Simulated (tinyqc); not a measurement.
Decay of LO phonons and the hot-phonon bottleneck in the cooling of electrons. From one set of inputs to another, one input at a time. Computed by tinyqc, a small Python program. Command: `OMP_NUM_THREADS=1 python tinyqc.py 3025096 3025097 out.jsonl hotphonon ladder`. One thread of a shared host (Intel(R) Xeon(R) Processor @ 2.30GHz), about 0.01 s of CPU time with the checks.

n(E, T) = 1/(exp(E/(k_B T)) - 1) is the Bose occupation. Electrons have a temperature T_e; the LO modes within their reach share one occupation N; the decay products stay at the lattice temperature.

The inputs printed are set A. Set A is modelled on gallium oxide; the values taken over come from a set modelled on silicon carbide. Inputs not listed in the table keep their values of set A, so the rows need not describe a real material.

Inputs (values chosen for the exercise, modelled on gallium oxide):

| quantity | value | unit |
|---|---|---|
| LO energy hbar omega | 44.5 | meV |
| lifetime at T = 0, tau_0 | 2 | ps |
| lattice temperature T | 300 | K |
| electron mass m* | 0.29 | m_0 |
| eps_inf | 3.51 | - |
| static dielectric constant eps_s | 10.1 | - |
| electron density n | 1.3e+18 | 1/cm^3 |
| density of LO modes that the electrons reach, N_m | 8.1e+19 | 1/cm^3 |
| power supplied per electron P | 1.4 | nW |

Decay channel: two equal phonons (Klemens).

Constants: k_B = 8.617333262e-05 eV/K; c = 299792458 m/s; e^2/(4 pi eps_0) = 14.39964548 eV angstrom; hbar^2/(2 m_0) = 3.80998212 eV angstrom^2; hbar = 6.582119569e-16 eV s; e = 1.602176634e-19 C.

Method:
- Decay rate 1/tau = (1/tau_0) [1 + 2 n(hbar omega/2)].
- Full width Gamma = 1/(2 pi c tau) in 1/cm, c in cm/s.
- Froehlich coupling alpha = (e^2/(4 pi eps_0)) (1/eps_inf - 1/eps_s) k_0/(2 hbar omega), k_0 = sqrt(m* hbar omega/(hbar^2/(2 m_0))); emission time tau_sp = hbar/(2 alpha hbar omega); bottleneck ratio r = (n/N_m) tau/tau_sp.
- Net emission per electron: [(N + 1) x - N]/tau_sp with x = exp(-hbar omega/(k_B T_e)), a simple two-level balance; steady state of the modes: n [(N + 1) x - N]/tau_sp = N_m (N - N_0)/tau; power per electron P = hbar omega [(N + 1) x - N]/tau_sp.
- With p = P tau_sp/(hbar omega): N = N_0 + r p and x = (p + N)/(N + 1); without hot phonons N = N_0. The mode temperature T_LO solves n(hbar omega, T_LO) = N.

Each row keeps all changes above it:

| input moved | from | to | electron temperature T_e (K) | mode temperature T_LO (K) | Raman width Gamma (1/cm) |
|---|---|---|---|---|---|
| set A | - | - | 302.34 | 301.68 | 6.5444 |
| density of LO modes that the electrons reach, N_m (1/cm^3) | 8.1e+19 | 8.1e+18 | 317.26 | 316.59 | 6.5444 |
| eps_inf | 3.51 | 6.62 | 318.96 | 316.59 | 6.5444 |
| lattice temperature T (K) | 300 | 77 | 182.89 | 179.82 | 2.8468 |
| static dielectric constant eps_s | 10.1 | 9.76 | 183.11 | 179.82 | 2.8468 |
| lifetime at T = 0, tau_0 (ps) | 2 | 5 | 254.83 | 252.19 | 1.1387 |
| LO energy hbar omega (meV) | 44.5 | 117 | 474.62 | 472.58 | 1.0621 |
| electron density n (1/cm^3) | 1.3e+18 | 4.3e+17 | 347.79 | 344.53 | 1.0621 |

Which inputs carry the difference?

Electron temperature T_e goes from 302 to 348, a factor 1.15 in all. The largest single move comes from LO energy hbar omega (a factor 1.86), and lattice temperature T works against it (a factor 0.573). Mode temperature T_LO goes from 302 to 345, a factor 1.14 in all. The largest single move comes from LO energy hbar omega (a factor 1.87), and lattice temperature T works against it (a factor 0.568). Raman width Gamma goes from 6.54 to 1.06, a factor 0.162 in all. The largest single move comes from lifetime at T = 0, tau_0 (a factor 0.400). The single moves hold for this order of the switches; the total does not depend on the order.

Caution (rows set A, density of LO modes that the electrons reach, N_m): alpha is above 1/2, so hbar/tau_sp exceeds hbar omega and the emission time, a weak-coupling result, is only rough.

Extremes, crossings and ranges named in words are read from the listed rows.
